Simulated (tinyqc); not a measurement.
Undoped symmetric double-gate MOSFET, analytic potential model: two steps of the calculation.

An undoped body of thickness ts between two equal insulators and tied gates; long channel, electrons only, n = ni exp((psi - V)/Vt) with V the quasi-Fermi potential (0 at the source, Vd at the drain), constant mobility, no quantisation. Across the body psi(x) = V - 2 Vt ln[(ts/(2 beta)) sqrt(q ni/(2 eps0 eps_r Vt)) cos(2 beta x/ts)], x from the centre. Q is the electron charge per area of the whole body.

Parameters, values chosen for the exercise; material values those of a made-up semiconductor:

| symbol | value | unit | meaning |
|---|---|---|---|
| T | 300 | K | temperature |
| Eg | 1.05 | eV | band gap |
| eps_r | 8.81 |  | relative permittivity of the semiconductor |
| Nc | 2.97e19 | cm^-3 | conduction-band density of states at T |
| Nv | 2.73e19 | cm^-3 | valence-band density of states at T |
| eox | 22.3 |  | relative permittivity of the gate insulator |
| tox | 10 | nm | insulator thickness |
| ts | 12 | nm | body thickness |
| dphi | 0.14 | V | gate work function less that of the intrinsic body |
| Vg | 0.57 | V | gate voltage |

Constants: q = 1.602176634e-19 C, kB = 1.380649e-23 J/K, Vt = kB T/q, eps0 = 8.8541878128e-14 F/cm where lengths are in cm. Results are converted to the units shown.

Question 1. Constants of the body. ni = sqrt(Nc Nv) exp(-Eg/(2 Vt)), Eg in volts; r = eps_r tox/(eox ts); V0 = dphi + 2 Vt ln[(2/ts) sqrt(2 eps0 eps_r Vt/(q ni))].

Find: ni; r; V0.

Answer 1.

ni = 4.3137e10 cm^-3
r = 0.32922
V0 = 0.56917 V

Question 2. beta at the source by Newton steps. With V = 0: f = ln(beta) - ln(cos beta) + 2 r beta tan(beta) - (Vg - V0)/(2 Vt); f' = 1/beta + tan(beta) + 2 r [tan(beta) + beta/cos^2(beta)]; beta(new) = beta - f/f'.

beta after iteration 1 = 0.91090500
r = 0.32922272
V0 = 0.56917295 V

Give: f; f'; beta after iteration 2.

Answer 2.

f = 1.1530
f' = 4.8312
beta after iteration 2 = 0.67224

tinyqc, about 0.02 s, one thread, Intel Xeon 2.30GHz (shared host): `OMP_NUM_THREADS=1 python tinyqc.py 2440166 2440167 out.jsonl`
